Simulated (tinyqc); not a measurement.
Decay of LO phonons and the hot-phonon bottleneck in the cooling of electrons. Which input was changed? Computed by tinyqc, a small Python program. Command: `OMP_NUM_THREADS=1 python tinyqc.py 3017704 3017705 out.jsonl hotphonon which`. One thread of a shared host (Intel(R) Xeon(R) Processor @ 2.30GHz), about 0.07 s of CPU time with the checks.

n(E, T) = 1/(exp(E/(k_B T)) - 1) is the Bose occupation. Electrons have a temperature T_e; the LO modes within their reach share one occupation N; the decay products stay at the lattice temperature.

Inputs (values chosen for the exercise, modelled on aluminium nitride):
```
quantity,value,unit
LO energy hbar omega,109,meV
"lifetime at T = 0, tau_0",1.4,ps
share f of the energy in the softer product,0.29,-
lattice temperature T,300,K
electron mass m*,0.305,m_0
eps_inf,4.58,-
static dielectric constant eps_s,8.46,-
electron density n,2.1e+17,1/cm^3
"density of LO modes that the electrons reach, N_m",4.7e+18,1/cm^3
power supplied per electron P,1.3,nW
```

Decay channel: two unequal phonons (Ridley).

Constants: k_B = 8.617333262e-05 eV/K; c = 299792458 m/s; e^2/(4 pi eps_0) = 14.39964548 eV angstrom; hbar^2/(2 m_0) = 3.80998212 eV angstrom^2; hbar = 6.582119569e-16 eV s; e = 1.602176634e-19 C.

Method:
- Decay rate 1/tau = (1/tau_0) [1 + n(f hbar omega) + n((1 - f) hbar omega)].
- Full width Gamma = 1/(2 pi c tau) in 1/cm, c in cm/s.
- Froehlich coupling alpha = (e^2/(4 pi eps_0)) (1/eps_inf - 1/eps_s) k_0/(2 hbar omega), k_0 = sqrt(m* hbar omega/(hbar^2/(2 m_0))); emission time tau_sp = hbar/(2 alpha hbar omega); bottleneck ratio r = (n/N_m) tau/tau_sp.
- Net emission per electron: [(N + 1) x - N]/tau_sp with x = exp(-hbar omega/(k_B T_e)), a simple two-level balance; steady state of the modes: n [(N + 1) x - N]/tau_sp = N_m (N - N_0)/tau; power per electron P = hbar omega [(N + 1) x - N]/tau_sp.
- With p = P tau_sp/(hbar omega): N = N_0 + r p and x = (p + N)/(N + 1); without hot phonons N = N_0. The mode temperature T_LO solves n(hbar omega, T_LO) = N.

Problem. One of these inputs alone was changed, within the range given: lifetime at T = 0, tau_0 (0.7 to 2.8); electron mass m* (0.1525 to 0.61); density of LO modes that the electrons reach, N_m (2.35e+18 to 9.4e+18); power supplied per electron P (0.65 to 2.6). Which one, and to what value?

Results:
```
run,LO occupation N,electron temperature T_e (K),bottleneck ratio r
before,0.01814150,315.6172,8.707735
after,0.01784911,314.2462,8.707735
```

Solution.

Each candidate set to reproduce LO occupation N, and what it then gives:
```
candidate,range searched,value needed,electron temperature T_e (K),bottleneck ratio r
"lifetime at T = 0, tau_0 (ps)",0.7 to 2.8,1.271,314.39,7.9039
electron mass m* (m_0),0.1525 to 0.61,no effect,-,-
"density of LO modes that the electrons reach, N_m (1/cm^3)",2.35e+18 to 9.4e+18,5.178e18,314.39,7.9039
power supplied per electron P (nW),0.65 to 2.6,1.180,314.25,8.7077
```

Only power supplied per electron P fits every result: it went from 1.3 to 1.18 nW. The next best candidate, density of LO modes that the electrons reach, N_m, misses one result by 9.2 %.

Caution: alpha is above 1/2, so hbar/tau_sp exceeds hbar omega and the emission time, a weak-coupling result, is only rough.
